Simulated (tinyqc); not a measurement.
Poole-Frenkel parameters from three currents.

Inverse problem. Poole-Frenkel conduction in an insulator follows J = s0 F exp[-(pt - sqrt(q F/(pi eps0 ei)))/Vt], Vt = kB T/q, F in V/cm. Find ei, pt and s0.

Constants: q = 1.602176634e-19 C, kB = 1.380649e-23 J/K, eps0 = 8.8541878128e-14 F/cm where lengths are in cm. Results are converted to the units shown.

J at (0.71 MV/cm, 300 K), (2.83 MV/cm, 300 K) and (2.83 MV/cm, 350 K) (A/cm^2): [3.4474229e-5, 35.069553, 115.15342]

Answer. The two fields give the lowering coefficient and so ei; the two temperatures give the lowered barrier, to which the lowering is added back.

ei = 3.920
pt = 0.8600 eV
s0 = 0.05100 S/cm

Computed by the program tinyqc: `OMP_NUM_THREADS=1 python tinyqc.py 2370013 2370014 out.jsonl`, one thread of a shared Intel Xeon 2.30GHz, about 0.01 s for the whole run.
